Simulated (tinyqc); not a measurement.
# Undoped symmetric double-gate MOSFET, analytic potential model: effects of single changes

An undoped body of thickness ts between two equal insulators and tied gates; long channel, electrons only, n = ni exp((psi - V)/Vt) with V the quasi-Fermi potential (0 at the source, Vd at the drain), constant mobility, no quantisation. Across the body psi(x) = V - 2 Vt ln[(ts/(2 beta)) sqrt(q ni/(2 eps0 eps_r Vt)) cos(2 beta x/ts)], x from the centre. Q is the electron charge per area of the whole body.

Inputs (values chosen for the exercise); material values close to those of silicon:
- T = 250 K (temperature)
- Eg = 1.11 eV (band gap)
- eps_r = 11.6 (relative permittivity of the semiconductor)
- Nc = 2.12e19 cm^-3 (conduction-band density of states at T)
- Nv = 2.02e19 cm^-3 (valence-band density of states at T)
- eox = 7.13 (relative permittivity of the gate insulator)
- tox = 4.5 nm (insulator thickness)
- ts = 6 nm (body thickness)
- dphi = -0.16 V (gate work function less that of the intrinsic body)
- mu = 290 cm^2/(V s) (channel mobility)
- L = 0.2 um (gate length)
- Vd = 0.05 V (drain voltage)

Constants: q = 1.602176634e-19 C, kB = 1.380649e-23 J/K, Vt = kB T/q, eps0 = 8.8541878128e-14 F/cm where lengths are in cm. Results are converted to the units shown.

Each table varies one quantity; the others keep the values above.

## Effect of the insulator thickness

ni = sqrt(Nc Nv) exp(-Eg/(2 Vt)), Eg in volts; r = eps_r tox/(eox ts); V0 = dphi + 2 Vt ln[(2/ts) sqrt(2 eps0 eps_r Vt/(q ni))]. beta (between 0 and pi/2) solves (Vg - V0 - V)/(2 Vt) = ln(beta) - ln(cos beta) + 2 r beta tan(beta). Q = 8 eps0 eps_r Vt beta tan(beta)/ts; I = mu (1/L)(4 eps0 eps_r/ts)(2 Vt)^2 [g(beta_s) - g(beta_d)] per width, g = beta tan(beta) - beta^2/2 + r beta^2 tan^2(beta), with beta_s at V = 0 and beta_d at V = Vd.  I(low) is taken at Vg = 0.1 V, Qs and I(high) at Vg = 0.85 V.

The same in every row: V0 (V) = 0.35388.

Effect of the insulator thickness:
```
tox (nm)	I(low) (nA/um)	Qs(high) (nC/cm^2)	I(high) (uA/um)
1.5	0.063323	3297.5	225.36
2.2	0.063323	2332.2	159.69
3.1	0.063323	1707.9	117.12
4.5	0.063322	1215.3	83.470
6.5	0.063322	867.13	59.633
9.4	0.063321	616.75	42.463
14	0.063319	425.85	29.352
```

As tox goes from 1.5 to 14 nm, I(low) stays near 0.0633 nA/um and I(high) falls from 225 to 29.4 uA/um. On average I(low) is independent of tox and I(high) goes as tox^(-0.91). Below threshold no voltage drops over the insulator in this long-channel model, so its thickness does not matter there. In every row the surface density at the source at the higher gate voltage passes 0.3 Nc, where Boltzmann statistics fail. In every row the body is thin enough for quantum confinement, left out here, to raise the threshold.

## Output curve

Q = 8 eps0 eps_r Vt beta tan(beta)/ts; I = mu (1/L)(4 eps0 eps_r/ts)(2 Vt)^2 [g(beta_s) - g(beta_d)] per width, g = beta tan(beta) - beta^2/2 + r beta^2 tan^2(beta), with beta_s at V = 0 and beta_d at V = Vd.

In this table Vg = 0.65 V.

Output curve:
```
Vd (V)	Qd (nC/cm^2)	Qd/Qs	I (uA/um)
0.06	567.28	0.79644	55.633
0.11	449.82	0.63154	92.481
0.16	336.62	0.47261	120.96
0.21	229.67	0.32245	141.44
0.27	115.40	0.16202	156.30
0.32	43.272	0.060753	161.87
0.37	8.1947	0.011505	163.50
0.42	0.92240	0.0012950	163.74
0.47	0.091991	1.2915e-4	163.77
```

The current rises from 55.6 to 164 uA/um, while the charge at the drain end falls from 0.80 to 1.3e-4 of that at the source. The current first comes within 1 % of its last value at Vd = 0.37 V among the rows. Over the last rows Qd falls by a factor of e for each Vt of drain voltage: the drain end is in weak inversion. In every row the surface density at the source passes 0.3 Nc, where Boltzmann statistics fail. For Vd = 0.21 to 0.47 V mu V/L, with V the smaller of Vd and Vg - V0, passes 3e6 cm/s, so velocity saturation would lower the current. In every row the body is thin enough for quantum confinement, left out here, to raise the threshold.

## Effect of the gate work function less that of the intrinsic body

Same model as above.

Effect of the gate work function less that of the intrinsic body:
```
dphi (V)	V0 (V)	I(low) (nA/um)	Qs(high) (nC/cm^2)	I(high) (uA/um)
-0.31	0.2039	65.33	1605	111.6
-0.26	0.2539	6.553	1474	102.2
-0.21	0.3039	0.6448	1344	92.78
-0.16	0.3539	0.06332	1215	83.47
-0.11	0.4039	0.006217	1087	74.24
-0.06	0.4539	6.105e-4	960.8	65.11
-0.01	0.5039	5.994e-5	835.6	56.10
```

What does the comparison show?

As dphi goes from -0.31 to -0.01 V, I(low) falls from 65.3 to 5.99e-5 nA/um and I(high) falls from 112 to 56.1 uA/um. V0 rises from 0.204 to 0.504 V. In every row the surface density at the source at the higher gate voltage passes 0.3 Nc, where Boltzmann statistics fail. In every row the body is thin enough for quantum confinement, left out here, to raise the threshold.

tinyqc, about 0.01 s, one thread, Intel Xeon 2.30GHz (shared host): `OMP_NUM_THREADS=1 python tinyqc.py 2440036 2440037 out.jsonl`
